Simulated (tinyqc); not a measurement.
What each parameter does: quaternary alloy A(x)B(1-x)C(y)D(1-y) matched to a substrate.

Q(x,y) = x y Q_AC + x (1 - y) Q_AD + (1 - x) y Q_BC + (1 - x)(1 - y) Q_BD for the lattice constant. Gap, rule 1: Q(x,y) - x (1 - x)[y C_ABC + (1 - y) C_ABD] - y (1 - y)[x C_ACD + (1 - x) C_BCD]. Rule 2 (mean of ternaries): {x (1 - x)[y T_ABC(x) + (1 - y) T_ABD(x)] + y (1 - y)[x T_ACD(y) + (1 - x) T_BCD(y)]}/{x (1 - x) + y (1 - y)}, T_ABC(x) = x E_AC + (1 - x) E_BC - C_ABC x (1 - x), T_ACD(y) = y E_AC + (1 - y) E_AD - C_ACD y (1 - y), and alike. Only the Gamma valley is followed.

Matching a(x,y) = a_s gives x = (a_s - y a_BC - (1 - y) a_BD)/(y (a_AC - a_BC) + (1 - y)(a_AD - a_BD)).

Values chosen for the exercise (AC, AD, BC, BD near GaAs, GaSb, InAs and InSb; substrate near InP; not measured data):
- a = (5.648, 6.088, 6.061, 6.487) angstrom (lattice constants of AC, AD, BC, BD)
- Eg = (1.516, 0.821, 0.419, 0.236) eV (gaps at Gamma of AC, AD, BC, BD)
- Cb = (0.455, 0.422, 1.396, 0.632) eV (bowing of ABC, ABD, ACD, BCD)
- a_s = 5.87 angstrom (substrate)
- y = 0.51 (fraction of C)

x is matched anew each time.

Results for these values:

| case | x | rule 1 (eV) | rule 2 (eV) |
|---|---|---|---|
| base | 0.9842 | 0.8095 | 0.8361 |

What happens to each result for Eg = (1.566, 0.821, 0.419, 0.236) eV, all else kept?

Answer: x does not change at the printed digits; rule 1 rises from 0.8095 to 0.8346; rule 2 rises from 0.8361 to 0.8612.

The same for each parameter in turn:

| case | x | rule 1 (eV) | rule 2 (eV) |
|---|---|---|---|
| base | 0.9842 | 0.8095 | 0.8361 |
| y = 0.5 | 0.9951 | 0.8141 | 0.8229 |
| a_s = 5.874 angstrom | 0.9744 | 0.7989 | 0.8400 |
| Cb = (0.546, 0.506, 1.675, 0.758) eV | 0.9842 | 0.7390 | 0.7709 |
| Eg = (1.566, 0.821, 0.419, 0.236) eV | 0.9842 | 0.8346 | 0.8612 |
| a = (5.658, 6.088, 6.061, 6.487) angstrom | 0.9968 | 0.8230 | 0.8289 |

Computed by tinyqc, a small Python program: `OMP_NUM_THREADS=1 python tinyqc.py 1081574 1081575 out.jsonl` (the numbers bound the seed that draws the inputs); one thread of a shared host (Intel(R) Xeon(R) Processor @ 2.30GHz), about 0.01 s for the whole set of steps.
